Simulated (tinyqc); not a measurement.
Worked calculation: harmonic frequencies on the UHF/3-21g surface (energies and gradients from PySCF), for H2+, spin multiplicity 2. One step of it, computed by the program tinyqc.

Problem. One row of the Hessian: 1Hz. Displace 1Hz by +/-0.002 bohr; H(k, :) = (g(+) - g(-)) / (2 delta).

optimised positions (bohr):
```
,x,y,z
1H,0.000000,0.000000,-0.332622
2H,0.000000,0.000000,1.661100
```

gradient at +delta (hartree/bohr):
```
,x,y,z
1H,0.00000000,0.00000000,0.00016498
2H,0.00000000,0.00000000,-0.00016498
```

gradient at -delta (hartree/bohr):
```
,x,y,z
1H,0.00000000,0.00000000,-0.00016208
2H,0.00000000,0.00000000,0.00016208
```

Give: row of the Hessian.

Solution.

row of the Hessian (hartree/bohr^2): 1Hx 0.00000, 1Hy 0.00000, 1Hz 0.08176, 2Hx 0.00000, 2Hy 0.00000, 2Hz -0.08176
